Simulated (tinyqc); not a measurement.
# Random telegraph noise from one oxide trap in a small MOSFET: what changes with what

An acceptor-like trap exchanges electrons with the channel. Inversion charge Q = Cox u, u = n Vt W0(exp((Vg - VT)/(n Vt))), W0 the Lambert function, n = nf, Cox = eps0 eox/tox; linear regime Id = (W/L) mu Q Vd. Relative to threshold the surface potential rises by Vt ln(u/u0) and the oxide voltage by the rest of Vg - VT, with u0 = n Vt W0(1).

Values chosen for this exercise; values of the order met in silicon transistors: temperature T = 300 K; relative permittivity of the gate insulator (close to zirconium oxide) eox = 25; insulator thickness tox = 3.9 nm; depth of the trap from the channel interface xt = 0.56 nm; trap level above the channel Fermi level at threshold E0 = 0.21 eV; capture prefactor s0 = 1e-17 cm^2; capture barrier (lattice relaxation) EB = 0.29 eV; tunnelling decay length lt = 0.15 nm; thermal velocity vth = 1.6e7 cm/s; thickness of the inversion layer zi = 2.5 nm; threshold voltage VT = 0.34 V; body factor nf = 1.17; gate width W = 210 nm; gate length L = 90 nm; mobility mu = 400 cm^2/(V s); scattering coefficient of the charged trap asc = 2.7e-16 V s; drain voltage Vd = 0.05 V; gate voltage Vg = 1.24 V.

Constants: q = 1.602176634e-19 C, kB = 1.380649e-23 J/K, Vt = kB T/q, eps0 = 8.8541878128e-14 F/cm where lengths are in cm. Results are converted to the units shown.

Each table varies one quantity; the others keep the values above.

## Time constants and noise against gate voltage

N = Cox u/q; dpsi = Vt ln(u/u0); E = E0 - dpsi - (xt/tox)(Vg - VT - dpsi); capture time tc = 1/[(N/zi) vth s0 exp(-xt/lt - EB/Vt)]; emission time te = tc exp(-E/Vt); occupancy te/(tc + te). A = W L; threshold step dV = q (1 - xt/tox)/(Cox A); gm/Id = 1/(u + n Vt); relative step dI/I = (gm/Id) dV + asc mu/A. fc = (1/tc + 1/te)/(2 pi); rms = (dI/I) sqrt(tc te)/(tc + te).

Time constants and noise against gate voltage:

| Vg (V) | E (eV) | tc (s) | te (s) | occupancy | dI/I (%) | fc (Hz) | rms dI/I (%) |
|---|---|---|---|---|---|---|---|
| 0.97 | 0.04306 | 2.530e-4 | 4.783e-5 | 0.1590 | 0.07947 | 3956 | 0.02906 |
| 1.03 | 0.03224 | 2.290e-4 | 6.580e-5 | 0.2232 | 0.07745 | 3114 | 0.03225 |
| 1.09 | 0.02160 | 2.090e-4 | 9.063e-5 | 0.3025 | 0.07576 | 2518 | 0.03480 |
| 1.15 | 0.01113 | 1.922e-4 | 1.250e-4 | 0.3940 | 0.07432 | 2102 | 0.03632 |
| 1.21 | 7.958e-4 | 1.778e-4 | 1.725e-4 | 0.4923 | 0.07309 | 1818 | 0.03654 |
| 1.27 | -0.009419 | 1.655e-4 | 2.382e-4 | 0.5901 | 0.07201 | 1630 | 0.03542 |
| 1.33 | -0.01953 | 1.546e-4 | 3.292e-4 | 0.6804 | 0.07108 | 1513 | 0.03315 |
| 1.39 | -0.02955 | 1.452e-4 | 4.552e-4 | 0.7582 | 0.07025 | 1446 | 0.03008 |
| 1.45 | -0.03948 | 1.367e-4 | 6.298e-4 | 0.8216 | 0.06951 | 1417 | 0.02661 |

tc falls from 2.53e-4 to 1.37e-4 s as the channel fills and te rises from 4.78e-5 to 6.30e-4 s; they are equal at Vg = 1.21 V, where E = 0. The rms noise goes from 0.0291 through a maximum of 0.0365 (at Vg = 1.21 V among the rows listed) to 0.0266 %. The slope -Vt d ln(tc/te)/dVg is 0.180 between the first two rows and 0.166 between the last two; it tends to xt/tox = 0.144 only when the surface potential stops moving.

## Effect of the gate length

Same model as above.

The same in every row: E (eV) = -0.0043253; tc (s) = 1.7143e-4; te (s) = 2.0265e-4; occupancy = 0.54173; fc (Hz) = 1713.8.

Effect of the gate length:

| L (nm) | dI/I (%) | rms dI/I (%) |
|---|---|---|
| 15 | 0.43519 | 0.21684 |
| 25 | 0.26112 | 0.13010 |
| 41 | 0.15922 | 0.079331 |
| 67 | 0.097432 | 0.048546 |
| 110 | 0.059345 | 0.029569 |
| 180 | 0.036266 | 0.018070 |
| 300 | 0.021760 | 0.010842 |
| 500 | 0.013056 | 0.0065051 |

Read the table: what changes, and by how much?

As L goes from 15 to 500, tc stays at 1.71e-4 s, te stays at 2.03e-4 s and dI/I falls from 0.435 to 0.0131 %. The step goes as 1/(W L), while the times do not depend on the size.

Range of the model: VT is taken as given; short-channel effects and the uneven flow of current among few electrons are left out.

Program tinyqc, `OMP_NUM_THREADS=1 python tinyqc.py 2710126 2710127 out.jsonl`; Intel Xeon 2.30GHz, shared host, one thread, about 0.01 s.
